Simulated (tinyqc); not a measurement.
Ways to average over directions: averaged masses of warped heavy- and light-hole bands.

Four-band hole energies E = c k^2 f(u), c = hbar^2/2m0, f = g1 -/+ 2 sqrt(g2^2 + 3 (g3^2 - g2^2) s), s = ux^2 uy^2 + uy^2 uz^2 + uz^2 ux^2 for the unit vector u; minus for heavy, plus for light holes; the mass along u is 1/f.

Grid: n x n midpoints in cos(theta) from 0 to 1 and phi from 0 to pi/2, equal weights. m_d = <f^(-3/2)>^(2/3). Conductivity mass for one scattering time: 1/m_c = <|w|^2 f^(-5/2)>/<f^(-3/2)> with w = grad_k(k^2 f)/(2 k), that is |w|^2 = f^2 + |angular gradient of f|^2/4.

Parameters, chosen for this exercise (out of a larger set: near those of AlAs; not measured data):

| symbol | value | unit | meaning |
|---|---|---|---|
| g1 | 3.73 |  | Luttinger gamma1 |
| g2 | 0.82 |  | gamma2 |
| g3 | 1.41 |  | gamma3 |

Heavy and light m_d on grids of growing n, against n = 160; also the three-direction rule <F> = (10 F[100] + 16 F[110] + 9 F[111])/35 and the spherical masses 1/(g1 (1 -/+ mu)), mu = (6 g3 + 4 g2)/(5 g1).

Masses (m0):

| method | heavy | light | error heavy (%) | error light (%) |
|---|---|---|---|---|
| grid n = 1 | 1.0815 | 0.1530 | 35.93 | -6.51 |
| grid n = 2 | 0.8136 | 0.1613 | 2.25 | -1.45 |
| grid n = 3 | 0.8051 | 0.1626 | 1.18 | -0.68 |
| grid n = 5 | 0.7985 | 0.1632 | 0.36 | -0.29 |
| grid n = 10 | 0.7964 | 0.1635 | 0.09 | -0.08 |
| grid n = 160 | 0.7957 | 0.1637 | 0.00 | 0.00 |
| three directions | 0.8325 | 0.1652 | 4.63 | 0.96 |
| spherical | 0.7236 | 0.1645 | -9.06 | 0.52 |
| [100] alone | 0.4785 | 0.1862 | -39.87 | 13.78 |

What does the comparison show, and why?

The heavy mass is within 1 % from grid n = 5 on. Three directions err by +4.63 %, the spherical form by -9.06 % and [100] alone by -39.9 %; for light holes the same three err by +0.96, +0.52 and +13.8 %. The power -3/2 weights the heavy directions near [111], which a mean of f misses.

tinyqc: `OMP_NUM_THREADS=1 python tinyqc.py 1081379 1081380 out.jsonl`; about 0.01 s, one thread, shared Intel(R) Xeon(R) Processor @ 2.30GHz.
